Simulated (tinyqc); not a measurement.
Layer against dose: implant damage, amorphisation by cascade overlap, and solid-phase epitaxial regrowth. Computed by tinyqc, a small Python program. Command: `OMP_NUM_THREADS=1 python tinyqc.py 3114226 3114227 out.jsonl sper walk`. One thread of a shared host (Intel(R) Xeon(R) Processor @ 2.30GHz), about 0.01 s of CPU time with the checks.

Range and width of the damage are inputs. Dynamic annealing enters only through the surviving share f.

Inputs (values chosen for the exercise, modelled on indium ions in silicon): atomic density N = 49.9 1/nm^3; ion Z1 = 49; ion mass M1 = 114.8 u; target Z2 = 14; target mass M2 = 28.09 u; ion energy E = 37 keV; displacement energy E_d = 16 eV; depth of the damage peak R_d = 17 nm; width of the damage profile s_d = 9.6 nm; share of defects that survive f = 0.94; critical displaced share x_c = 0.12; dose Q = 1.2e+14 1/cm^2.

Constants: a_0 = 0.529177210903 angstrom; e^2/(4 pi eps_0) = 14.39964548 eV angstrom.

Method. Robinson partition: eps = E a M2/(Z1 Z2 (e^2/(4 pi eps_0)) (M1 + M2)), a = 0.8853 a_0/sqrt(Z1^(2/3) + Z2^(2/3)); k = 0.0793 Z1^(2/3) Z2^(1/2) (M1 + M2)^(3/2)/((Z1^(2/3) + Z2^(2/3))^(3/4) M1^(3/2) M2^(1/2)); damage energy T_d = E/(1 + k (eps + 0.40244 eps^(3/4) + 3.4008 eps^(1/6))); displacements nu = 0.8 T_d/(2 E_d). Displaced share x(z) = f nu Q exp(-(z - R_d)^2/(2 s_d^2))/(sqrt(2 pi) s_d N); the layer is amorphous where x > x_c, between R_d -/+ s_d sqrt(2 ln(x_max/x_c)), the upper edge being cut at the surface. Threshold dose Q_c = Q x_c/x_max.

threshold dose Q_c = 2.10201e+13 1/cm^2

displacements per ion nu = 729.258

Dose series; the last column is f nu Q erfc((z2 - R_d)/(sqrt2 s_d))/2:
```
Q (1/cm^2)   x_max  upper edge (nm)  lower edge (nm)  displaced atoms beyond z2 (1/cm^2)
2.31e+13    0.1319           12.830           21.170                          5.2572e+15
3.15e+13    0.1798            8.365           25.635                          3.9776e+15
5.26e+13    0.3003            3.997           30.003                          3.1658e+15
8.41e+13    0.4801            1.014           32.986                          2.7633e+15
1.47e+14    0.8392            0.000           35.934                          2.4475e+15
2.52e+14    1.4386            0.000           38.397                          2.2303e+15
5.26e+14    3.0028            0.000           41.361                          2.0120e+15
1.05e+15    5.9943            0.000           43.849                          1.8574e+15
```

What does the comparison show, and why?

A dose 45 times larger moves the lower edge from 21.2 to 43.8 nm, as the root of a logarithm, and the damage beyond it falls by a factor 2.8, since the edge lies on an ever steeper tail. The layer reaches the surface at Q_c exp(R_d^2/(2 s_d^2)) = 1.01e14 per cm^2.
